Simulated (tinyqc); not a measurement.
One-diode model of a solar cell: one step of the calculation.

J is the current delivered and Vj = V + J Rs the junction voltage. J = X JL - J01 (exp(Vj/(n1 Vt)) - 1) - Vj/Rp. The photocurrent does not depend on voltage.

Question. New Vj. Maximum power: dP/dVj = f = J (1 + 2 Rs G) - G Vj = 0. G = -dJ/dVj = J01 exp(Vj/(n1 Vt))/(n1 Vt) + 1/Rp. H = dG/dVj; f' = -2 G - 2 Rs G^2 + (2 Rs J - Vj) H; Vj(new) = Vj - f/f'.

Parameters, values chosen for the exercise; values of the order met in cells of silicon: temperature T = 300 K; photocurrent at one sun JL = 36.1 mA/cm^2; concentration X = 0.3 suns; saturation current of the diode J01 = 2.2e-8 A/cm^2; ideality factor of the diode n1 = 1.64; series resistance Rs = 0.099 ohm cm^2; shunt resistance Rp = 5000 ohm cm^2.

Constants: q = 1.602176634e-19 C, kB = 1.380649e-23 J/K, Vt = kB T/q. Results are converted to the units shown.

Vj at the start = 0.5 V

Find: J; G; H; f; f'; Vj after iteration 1.

Answer.

J = 7.8183 mA/cm^2
G = 0.068877 S/cm^2
H = 1.6198 S/(cm^2 V)
f = -26.514 mA/cm^2
f' = -0.94611 S/cm^2
Vj after iteration 1 = 0.47198 V

Numbers from tinyqc (`OMP_NUM_THREADS=1 python tinyqc.py 2280014 2280015 out.jsonl`; about 0.01 s on one thread of a shared Intel Xeon 2.30GHz).
